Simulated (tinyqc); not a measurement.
Schottky barrier with interface states (Cowley-Sze model), image lowering and contact resistance: one step, computed by the program tinyqc.

An n-type semiconductor under a metal. The barrier lies between the Schottky-Mott limit phi_M - chi and the Bardeen limit E_g - E_n, E_n being the neutrality level of the interface states; the space-charge term of the full Cowley-Sze expression is left out.

Task: Pinning factor and barrier. S = 1/(1 + e^2 D delta/(eps_i eps_0)); for D per eV, e^2 D is the number e x D in SI units, with 1 cm^-2 = 1e4 m^-2. phi_B = S (phi_M - chi) + (1 - S)(E_g - E_n); the hole barrier is E_g - phi_B.

Inputs (values chosen for the exercise, for a model semiconductor):
```
quantity,value,unit
gap E_g,3.06,eV
electron affinity chi,4.02,eV
metal work function phi_M,4.41,eV
neutrality level E_n above the valence band,1.28,eV
interface-state density D,1.3e+14,cm^-2 eV^-1
dipole layer thickness delta,0.36,nm
dipole layer constant eps_i,1,-
```

Pinning factor from: interface states.

Constants: e = 1.602176634e-19 C; eps_0 = 8.8541878128e-12 F/m.

Give: pinning factor S; Schottky-Mott barrier; Bardeen barrier; barrier phi_B; hole barrier.

Result:

pinning factor S = 0.1056

Schottky-Mott barrier = 0.39 eV

Bardeen barrier = 1.78 eV

barrier phi_B = 1.633 eV

hole barrier = 1.427 eV

The contact is strongly pinned: the metal hardly matters.
